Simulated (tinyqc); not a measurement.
Undoped symmetric double-gate MOSFET, analytic potential model: one step of the calculation.

An undoped body of thickness ts between two equal insulators and tied gates; long channel, electrons only, n = ni exp((psi - V)/Vt) with V the quasi-Fermi potential (0 at the source, Vd at the drain), constant mobility, no quantisation. Across the body psi(x) = V - 2 Vt ln[(ts/(2 beta)) sqrt(q ni/(2 eps0 eps_r Vt)) cos(2 beta x/ts)], x from the centre. Q is the electron charge per area of the whole body.

Task. beta at the source by Newton steps in z = ln(tan beta). With V = 0, t = exp(z), beta = arctan(t): f = ln(beta) + (1/2) ln(1 + t^2) + 2 r beta t - (Vg - V0)/(2 Vt); with c = t/(1 + t^2), df/dz = c/beta + t c + 2 r t (c + beta); z(new) = z - f/(df/dz).

Values chosen for this exercise: temperature T = 400 K; gate voltage Vg = 0.42 V.

Constants: q = 1.602176634e-19 C, kB = 1.380649e-23 J/K, Vt = kB T/q. Results are converted to the units shown.

z at the start = 0
r = 0.24494178
V0 = 0.55071309 V

Find: beta; f; df/dz; z after iteration 1.

Result.

beta = 0.7854
f = 2.386
df/dz = 1.766
z after iteration 1 = -1.351

Computed by the program tinyqc: `OMP_NUM_THREADS=1 python tinyqc.py 2440111 2440112 out.jsonl`, one thread of a shared Intel Xeon 2.30GHz, about 0.03 s for the whole run.
